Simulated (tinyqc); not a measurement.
Single-photon avalanche diode, trigger probability and counting: one step of the calculation.

A multiplication layer of width W with the uniform field V/W; alpha = an exp(-bn/E) for electrons, beta = ap exp(-bp/E) for holes (local model, no dead space). a = alpha W, b = beta W. Electrons enter at x = 0, holes at x = W. P0 is the probability that an electron entering at 0 starts a lasting avalanche, PW the same for a hole entering at W.

Question. Trigger probability by substitution. PW = P0 exp(b - a)/(1 - P0 + P0 exp(b - a)); P0(new) = 1 - (1 - PW)^(a/b).

P0 at the start = 0.3
a = 2.9613985
b = 3.3244488

Give: PW; P0 after iteration 1.

Answer.

PW = 0.38125
P0 after iteration 1 = 0.34795

Program tinyqc, `OMP_NUM_THREADS=1 python tinyqc.py 2630029 2630030 out.jsonl`; Intel Xeon 2.30GHz, shared host, one thread, about 0.01 s.
